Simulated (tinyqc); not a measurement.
What moves the results: defect, radiative and Auger recombination at equal electron and hole densities (ABC model). A value that a table varies takes the place of the one given here.

J/(e d) = Ae n + B n^2 + C n^3 with Ae = A + 4 S/w (four side walls, carriers spread evenly), e = 1.602176634e-19 C, lengths in cm; internal efficiency IQE = B n^2/(Ae n + B n^2 + C n^3); all injected carriers recombine in the layer.

Inputs chosen for the exercise (orders of magnitude like those quoted for InGaAs; shifted at random, so the results belong to these values and not to a real crystal):
- A = 10000000 1/s (defect rate)
- B = 1.6e-10 cm^3/s (radiative coefficient)
- C = 1.2e-28 cm^6/s (Auger coefficient)
- S = 0 cm/s (recombination velocity of the side walls)
- w = 22 micrometre (side of the square mesa)
- d = 62 nm (active thickness)
- S2 = 720 cm/s (recombination velocity of the side walls in this comparison)
- J = 0.59 A/cm^2 (current density)

## Efficiency against current

The slope is d ln(B n^2)/d ln J = 2 (Ae + B n + C n^2)/(Ae + 2 B n + 3 C n^2).

Results:

| J (A/cm^2) | n (1/cm^3) | IQE | slope | differential lifetime (ns) |
|---|---|---|---|---|
| 0.020 | 1.95e+15 | 0.0303 | 1.941 | 94.1 |
| 0.080 | 7.22e+15 | 0.103 | 1.811 | 81.1 |
| 0.30 | 2.22e+16 | 0.261 | 1.575 | 57.9 |
| 1.0 | 5.33e+16 | 0.452 | 1.344 | 35.6 |
| 5.0 | 1.43e+17 | 0.647 | 1.120 | 15.9 |
| 20 | 2.96e+17 | 0.698 | 0.996 | 7.33 |
| 80 | 5.72e+17 | 0.650 | 0.906 | 3.22 |
| 3.0e+02 | 1.02e+18 | 0.548 | 0.839 | 1.41 |
| 1.0e+03 | 1.66e+18 | 0.438 | 0.791 | 0.652 |
| 5.0e+03 | 3.08e+18 | 0.301 | 0.744 | 0.227 |

What does this show?

IQE peaks at 0.698 for J = 19 A/cm^2, where the slope passes 1. It is 0.0303 at the lowest current and 0.301 at the highest, a droop of 57 %. The slope runs from 1.94 to 0.74; its limits are 2 (defects alone), 1 (radiation alone) and 2/3 (Auger alone). In the 1 rows above about 2e18 1/cm^3 the bands are degenerate: B saturates and stimulated emission, left out, would clamp n in a laser cavity.

## Shrinking the mesa

S = S2; w takes the values listed.

Results:

| w (micrometre) | Ae (1/s) | IQE_max | J at the peak (A/cm^2) | IQE at J |
|---|---|---|---|---|
| 200 | 1.01e+07 | 0.696 | 19.3 | 0.363 |
| 100 | 1.03e+07 | 0.695 | 19.6 | 0.358 |
| 50 | 1.06e+07 | 0.692 | 20.2 | 0.349 |
| 20 | 1.14e+07 | 0.683 | 22.2 | 0.324 |
| 10 | 1.29e+07 | 0.670 | 25.4 | 0.286 |
| 5 | 1.58e+07 | 0.648 | 32.2 | 0.226 |
| 2 | 2.44e+07 | 0.597 | 54.2 | 0.122 |
| 1 | 3.88e+07 | 0.540 | 95.2 | 0.0562 |

What does this show?

The walls equal the bulk defect rate at w = 4 S/A = 2.88 micrometre. From 200 to 1 micrometre the peak efficiency falls from 0.696 to 0.54 and moves to a current 4.94 times higher; at the fixed J the efficiency goes from 0.363 to 0.0562. For large w diffusion to the walls, left out here, would limit the loss.

## Spreading the carriers over a thicker layer

d is multiplied by the factor listed, at the same J.

Results:

| factor | n (1/cm^3) | defect | radiative | Auger |
|---|---|---|---|---|
| 0.10 | 1.56e+17 | 0.263 | 0.659 | 0.0774 |
| 0.20 | 1.05e+17 | 0.355 | 0.598 | 0.0473 |
| 0.50 | 5.95e+16 | 0.501 | 0.477 | 0.0213 |
| 1.0 | 3.69e+16 | 0.622 | 0.368 | 0.0102 |
| 2.0 | 2.19e+16 | 0.737 | 0.258 | 0.00424 |
| 5.0 | 1.02e+16 | 0.859 | 0.140 | 0.00107 |
| 10 | 5.46e+15 | 0.919 | 0.0803 | 0.000329 |
| 20 | 2.84e+15 | 0.956 | 0.0435 | 9.26e-05 |

What can be read from the table?

The best factor listed is 0.1 (IQE 0.6593); the optimum factor equals J/J_peak = 0.0311, a layer of 1.93 nm, since only J/d matters and the peak value 0.698 does not depend on d. A thicker layer trades Auger loss (0.0774 to 9.26e-05) for defect loss (0.263 to 0.956).

## What moves the efficiency

IQE_max = Q/(Q + 2) with Q = B/sqrt(Ae C), reached at n = sqrt(Ae/C). Each row changes one parameter from the base and keeps the others.

Results:

| case | n (1/cm^3) | IQE | IQE_max | J at the peak (A/cm^2) |
|---|---|---|---|---|
| base | 3.695e+16 | 0.3677 | 0.6978 | 19.0 |
| A = 20000000 1/s | 2.472e+16 | 0.1646 | 0.6202 | 42.7 |
| B = 2.4e-10 cm^3/s | 3.293e+16 | 0.4383 | 0.7760 | 25.6 |
| C = 2.4e-28 cm^6/s | 3.668e+16 | 0.3625 | 0.6202 | 10.7 |
| d = 124 nm | 2.190e+16 | 0.2584 | 0.6978 | 38.0 |
| J = 1.77 A/cm^2 | 7.723e+16 | 0.5356 | 0.6978 | 19.0 |

What can be read from the table?

The largest shifts from the base row, up to three for each result and ties (the steps differ in size, so this ranks the rows, not the parameters). n (1/cm^3): J +4.03e+16, d -1.50e+16, A -1.22e+16. IQE: A -0.203, J +0.168, d -0.109. IQE_max: B +0.0782, A -0.0776, C -0.0776; unchanged at the printed digits by d and J. J at the peak (A/cm^2): A +23.7, d +19.0, C -8.30; unchanged at the printed digits by J.

(tinyqc, `OMP_NUM_THREADS=1 python tinyqc.py 1681888 1681889 out.jsonl`, Intel(R) Xeon(R) Processor @ 2.30GHz, 1 thread, shared host, about 0.01 s.)
